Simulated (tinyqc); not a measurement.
Changing the planarisation length: chemical-mechanical planarisation: Preston law, pattern density and step-height reduction. Computed by tinyqc, a small Python program. Command: `OMP_NUM_THREADS=1 python tinyqc.py 3028943 3028944 out.jsonl cmp sweep`. One thread of a shared host (Intel(R) Xeon(R) Processor @ 2.30GHz), about 0.02 s of CPU time with the checks.

A row of 8 cells, repeated periodically, holds raised features that cover a share rho of each cell.

Inputs (values chosen for the exercise, close to those used for copper polishing):
```
quantity                          value  unit
Preston coefficient K           1.1e-13  1/Pa
pressure P                           30   kPa
platen and carrier speed             40   rpm
distance between the centres         18    cm
initial step height h0              700    nm
contact height h_c                  110    nm
film above the raised areas z0     1200    nm
cell size                          0.95    mm
polish time t                       110     s
```

local pattern densities, cell by cell: 0.6  0.5  0.3  0.1  0.2  0.8  0.9  0.8

Method:
- With equal rotation speeds the relative speed is uniform, v = omega r_c; Preston rate R0 = K P v.
- The stiff pad averages the density: rho_eff(i) = sum_j w_ij rho_j / sum_j w_ij, w = exp(-2 d^2/L^2), L the planarisation length and d the distance between cell centres, summed over all periodic images of cell j.
- While h > h_c only raised areas polish, at R0/rho_eff, until t_c = rho_eff (h0 - h_c)/R0. After that h = h_c exp(-(t - t_c)/tau), tau = rho_eff h_c/R0; low areas polish at R0 (1 - h/h_c) and raised areas at R0 [1 + (1 - rho_eff) h/(rho_eff h_c)]. Removed from raised areas after t_c: h0 - h_c + R0 (t - t_c) + (1 - rho_eff)(h_c - h); from low areas: R0 (t - t_c) - rho_eff (h_c - h). Film left = z0 less the removal from raised areas.

One run for each value; columns: (1) planarisation length (mm); (2) range of film left across the row (nm); (3) largest remaining step (nm); (4) thinnest film left (nm):
```
(1)     (2)    (3)    (4)
0.28  599.6  395.9  296.3
0.41  599.6  395.9  296.3
0.60  597.8  395.5  297.7
0.88  576.8  390.3  313.5
1.30  534.0  378.7  344.7
1.90  461.1  354.5  393.4
2.70  349.7  313.7  463.9
3.90  192.2  258.8  566.7
5.70   43.6  199.6  656.0
```

What does the table show, and why?

Over the rows, range of film left across the row (nm) falls from 600 to 43.6; largest remaining step (nm) falls from 396 to 200; thinnest film left (nm) rises from 296 to 656. A long planarisation length makes every cell see the mean density.

Extremes, crossings and ranges named in words are read from the listed rows.
